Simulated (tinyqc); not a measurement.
Inside a calculation. Model: grain growth, pinning, strength and diffusional creep of a polycrystal or thin film. Computed by tinyqc, a small Python program that keeps every step. Command: `OMP_NUM_THREADS=1 python tinyqc.py 3008113 3008114 out.jsonl grain walk`. One thread of a shared host (Intel(R) Xeon(R) Processor @ 2.30GHz), about 0.01 s of CPU time with the checks. Intermediate numbers are printed to about 6 digits and carried at full precision; extremes and crossings named in words are read from the listed rows.

One mean grain size d describes the structure.

Inputs (values chosen for the exercise, modelled on polycrystalline silicon): shear modulus G = 65.8 GPa; Burgers vector b = 3.84 angstrom; atomic volume Omega = 20.02 angstrom^3; boundary energy gamma = 0.65 J/m^2; mobility prefactor M0 = 1e-05 m^4/(J s); activation energy of boundary motion Q_m = 3.36 eV; anneal temperature T = 1838 K; anneal time t = 33 s; initial grain size d0 = 180 nm; particle volume fraction f = 0.00021; particle radius r = 1.9 nm; film thickness h = 140 nm; surface energy gamma_s = 2 J/m^2; friction stress sigma_0 = 320 MPa; Hall-Petch slope k_y = 0.28 MPa m^0.5; lattice diffusion energy Q_l = 4.92 eV; boundary diffusion energy Q_b = 2.55 eV; lattice prefactor D0 = 0.00018 m^2/s; boundary prefactor delta D0b = 1.7e-14 m^3/s; applied stress sigma = 20 MPa; service temperature T_c = 762 K.

Sample: thin film on a substrate.

Constants: k_B = 8.617333262e-05 eV/K; k_B = 1.380649e-23 J/K.

## Mobility and the sizes at which growth stops

M = M0 exp(-Q_m/(k_B T)). The driving pressure is 2 gamma/d. Zener pinning pressure 3 f gamma/(2 r) stops growth at d_Z = 4 r/(3 f). Grooves where boundaries meet the surface have the angle theta = arcsin(gamma/(2 gamma_s)) and are taken to stop growth at d_h = h/(2 theta), a few film thicknesses; the limit is 1/d_lim = 1/d_Z + 1/d_h.

mobility M = 6.12227e-15 m^4/(J s)

Zener size d_Z = 12063.5 nm

groove angle theta = 0.163224 rad

groove limit d_h = 428.859 nm

limit d_lim = 414.136 nm

The grooves set the tighter limit. Caution: T is above the melting point of the named material.

## Grain size after the anneal

dd/dt = 2 M gamma (1/d - 1/d_lim) integrates to 2 M gamma t = d_lim (d0 - d) + d_lim^2 ln[(d_lim - d0)/(d_lim - d)]; without pinning d^2 = d0^2 + 4 M gamma t.

size without pinning = 746.787 nm

grain size d = 383.135 nm

Pinning holds d to 51 % of the free value.

## Yield stress

Hall-Petch term k_y/sqrt(d). Orowan term 3.06 x 0.4 G b ln(2 rbar/b)/(pi lambda sqrt(1 - nu)) with nu = 1/3, rbar = sqrt(2/3) r, lambda = rbar (sqrt(pi/f) - 2). Film term (threading dislocation, matched substrate, the geometry of an fcc (111) film taken for all cases): 3.464 G b ln(2 h/b)/(4 pi (1 - nu) h). The terms are added to sigma_0.

Hall-Petch term = 452.358 MPa

Orowan term = 134.971 MPa

film term = 491.925 MPa

yield stress = 1399.25 MPa

The largest term is the film one. The anneal changed the Hall-Petch term from 660 to 452 MPa. Caution: silicon is brittle except at high temperature, so these strengthening laws for metals do not give its real strength.

## Diffusional creep at T_c

Nabarro-Herring rate = 14 sigma Omega D_l/(k_B T d^2), D_l = D0 exp(-Q_l/(k_B T)); Coble rate = 14 pi sigma Omega delta D_b/(k_B T d^3), delta D_b = delta D0b exp(-Q_b/(k_B T)); they are equal at d_x = pi delta D_b/D_l.

Nabarro-Herring rate = 1.88301e-24 1/s

Coble rate = 6.89805e-12 1/s

crossover size d_x = 1.40355e+12 micrometre

time to 1 % strain = 1.44968e+09 s

Boundary diffusion carries the creep, by a factor 3.7e12.

## Strength against creep resistance

Hall-Petch term k_y/sqrt(d).

At T_c and sigma:
```
d (nm)  Hall-Petch term (MPa)  Nabarro-Herring (1/s)  Coble (1/s)  time to 1 % (s)
30                    1616.58            3.07124e-22  1.43688e-08      6.95954e+05
100                    885.44            2.76412e-23  3.87957e-10      2.57761e+07
300                    511.21            3.07124e-24  1.43688e-11      6.95954e+08
1000                   280.00            2.76412e-25  3.87957e-13      2.57761e+10
3000                   161.66            3.07124e-26  1.43688e-14      6.95954e+11
10000                   88.54            2.76412e-27  3.87957e-16      2.57761e+13
100000                  28.00            2.76412e-29  3.87957e-19      2.57761e+16
```

From 100 micrometre to 30 nm grains the Hall-Petch term grows 58 times, while the time to 1 % strain shrinks by 10.6 decades. Coble creep rules in 7 of the seven rows (d_x is a millimetre or more). Fine grains resist slip but creep fast. The Hall-Petch value at 30 nm is at the edge of that law, and in a film grains much larger than h lose atoms to the surfaces instead.

## Growth with time

The formulas are those given above.

At T:
```
t (s)  free growth (nm)  pinned growth (nm)   d/d_lim
0.032            181.41             180.797  0.436563
0.11             184.80             182.713  0.441191
0.32             193.63             187.701  0.453236
1.1              223.40             204.362  0.493466
3.2              288.68             239.189  0.577561
11               455.52             311.946  0.753244
32               736.05             381.537  0.921284
110             1335.43             413.328  0.998047
```

The apparent exponent d ln d/d ln t of the pinned growth is at most about 0.22, below the ideal 1/2, and falls to 0.065 in the last rows: the initial size hides the law early and pinning hides it late.

Checks made by the program: d against numerical integration (relative difference 1e-09).
